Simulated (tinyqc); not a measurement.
Inside a calculation. Model: two-step dopant diffusion (predeposition and drive-in) with a constant diffusivity. Computed by tinyqc, a small Python program that keeps every step. Command: `OMP_NUM_THREADS=1 python tinyqc.py 3028395 3028396 out.jsonl dopdiff walk`. One thread of a shared host (Intel(R) Xeon(R) Processor @ 2.30GHz), about 0.06 s of CPU time with the checks. Intermediate numbers are printed to about 7 digits and carried at full precision; extremes and crossings named in words are read from the listed rows.

Fick diffusion into a half space x > 0 whose background doping C_B is of the opposite type, so that a junction lies where C = C_B.

Inputs (values chosen for the exercise, modelled on antimony in silicon):
```
quantity                         value        unit
prefactor D0                      5.41      cm^2/s
activation energy E               3.85          eV
surface concentration C_s      3.1e+18      1/cm^3
background doping C_B          3.4e+16      1/cm^3
predeposition temperature T1      1050           C
predeposition time t1               15         min
drive-in temperature T2           1025           C
drive-in time t2                    60         min
mean mobility in the layer mu       60  cm^2/(V s)
ramp rate                            3       C/min
stand-by temperature               800           C
```

Furnace ramps of the drive-in: linear ramps.

Constants: k_B = 8.617333262e-05 eV/K; e = 1.602176634e-19 C.

## Diffusivities

D = D0 exp(-E/(k_B T)). Temperatures in kelvin are T(C) + 273.15. Times in seconds are 60 times the minutes.

D1 = 1.171760e-14 cm^2/s

D2 = 6.115471e-15 cm^2/s

product D1 t1 = 1.054584e-11 cm^2

## Thermal budget with ramps

One ramp between the stand-by temperature and T2 adds int D dT / rate (40-point Gauss-Legendre); the usual estimate counts it as an extra time k_B T2^2/(E rate) at T2. (Dt)2 = D2 t2 + two ramps, times in seconds.

budget of one ramp = 4.364090e-12 cm^2

estimated extra time of one ramp = 12.57305 min

drive-in budget (Dt)2 = 3.074388e-11 cm^2

The integral equals 11.9 min at T2, against the estimate 12.6 min; both ramps make 28 % of the budget.

## Predeposition

C = C_s erfc(x/(2 sqrt(D1 t1))); dose Q = 2 C_s sqrt(D1 t1/pi); the junction solves erfc(z) = C_B/C_s with x_j = 2 z sqrt(D1 t1).

dose Q = 1.135945e+13 1/cm^2

z = 1.798685

junction depth after predeposition = 0.1168223 um

## Drive-in as a Gaussian

With a sealed surface and a thin source, C = Q/sqrt(pi (Dt)2) exp(-x^2/(4 (Dt)2)); x_j = 2 sqrt((Dt)2 ln(C(0)/C_B)); gradient at the junction |dC/dx| = C_B x_j/(2 (Dt)2).

surface concentration C(0) (Gaussian) = 1.155854e+18 1/cm^3

junction depth x_j = 0.2082404 um

gradient at the junction = 1.151477e+22 1/cm^4

The drive-in moves the junction from 0.117 to 0.208 um and lowers the surface value by a factor 2.68. Caution: the drive-in budget is under fifteen times D1 t1, so the source is not thin and the Gaussian junction is too shallow.

## Sheet resistance

Net dose Q_net = Q erf(x_j/(2 sqrt((Dt)2))) - C_B x_j; R_s = 1/(e mu Q_net), with every dopant ionised and one mobility.

net dose = 1.056152e+13 1/cm^2

sheet resistance R_s (Gaussian) = 9849.451 ohm/square

## Exact junction depth

Exact two-step profile: C = (2 C_s/pi) int_0^alpha exp(-beta (1 + u^2))/(1 + u^2) du with alpha = sqrt(D1 t1/(Dt)2), beta = x^2/(4 (D1 t1 + (Dt)2)). The integral takes 48 Gauss-Legendre points; solve C(x) = C_B.

exact junction depth = 0.2277111 um

## Gaussian against the exact two-step profile

Gaussian: C = Q/sqrt(pi (Dt)2) exp(-x^2/(4 (Dt)2)). Depths are fractions of the Gaussian x_j.

Profiles:
```
x/x_j     x (um)  Gaussian (1/cm^3)  exact (1/cm^3)     ratio
0.0    0.0000000       1.155854e+18    1.045620e+18  1.105425
0.2    0.0416481       1.003798e+18    9.310597e+17  1.078124
0.4    0.0832961       6.574689e+17    6.577609e+17  0.999556
0.6    0.1249442       3.247808e+17    3.693689e+17  0.879286
0.8    0.1665923       1.210017e+17    1.653610e+17  0.731743
1.0    0.2082404       3.400000e+16    5.923889e+16  0.573947
1.2    0.2498884       7.205303e+15    1.705200e+16  0.422549
```

With D1 t1/(Dt)2 = 0.34, the Gaussian is 11 % high at the surface and 43 % low at its own junction; the exact junction lies at 0.2277 um, 9.4 % deeper. The dose is the same, but the real source already has a width, which carries into the tail.

Checks made by the program: exact profile against the direct convolution of the erfc with the Gaussian kernel (relative difference below 1e-10).
